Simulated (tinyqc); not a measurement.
Opening the gap, as alloying or pressure does: deep trap from a strong local potential in a two-band host (Koster-Slater model with semi-elliptic bands). Computed by tinyqc, a small Python program. Command: `OMP_NUM_THREADS=1 python tinyqc.py 3011909 3011910 out.jsonl deeptrap walk`. One thread of a shared host (Intel(R) Xeon(R) Processor @ 2.30GHz), about 0.03 s of CPU time with the checks.

The valence band spans -2 W_v to 0 and the conduction band E_g to E_g + 2 W_c. The orbital at the impurity site has weight f_v in the valence band and 1 - f_v in the conduction band, each spread as a semi-ellipse (2/(pi W^2)) sqrt(W^2 - x^2) about the band centre. The impurity adds U to this orbital. Spin is left out.

Inputs (values chosen for the exercise, for a model semiconductor): gap E_g = 5.76 eV; half-width of the valence band W_v = 2.6 eV; half-width of the conduction band W_c = 2 eV; valence weight f_v of the site orbital = 0.43; impurity potential U = 29.4 eV.

Impurity: repulsive, acceptor-like.

Method:
- In the gap G(E) = f_v (2/W_v^2)[x - sqrt(x^2 - W_v^2)] - (1 - f_v)(2/W_c^2)[y - sqrt(y^2 - W_c^2)], x = E + W_v, y = E_g + W_c - E.
- The trap level solves G(E) = 1/U (bisection). With D = -dG/dE = D_v + D_c, D_v = f_v (2/W_v^2)[x/sqrt(x^2 - W_v^2) - 1] and D_c = (1 - f_v)(2/W_c^2)[y/sqrt(y^2 - W_c^2) - 1], the weight on the impurity orbital is 1/(U^2 D) and the conduction-band character is D_c/D.
- The conduction band is shifted rigidly; widths, weights and U stay.

Against the gap:
```
E_g (eV)  E_t (eV)  depth below E_c (eV)  conduction character
2.88        0.5572                2.3228               0.27319
3.74        0.7924                2.9476               0.27295
4.61        1.0282                3.5818               0.26864
5.18        1.1802                3.9998               0.26467
5.76        1.3324                4.4276               0.26008
6.62        1.5530                5.0670               0.25267
7.49        1.7694                5.7206               0.24479
9.22        2.1790                7.0410               0.22881
```

What follows from these numbers?

As the conduction band moves up by 6.340 eV the level follows by 1.622 eV, a mean slope of 0.26; the local slope is the conduction character. A shallow donor would follow with slope 1 and a shallow acceptor with slope 0.
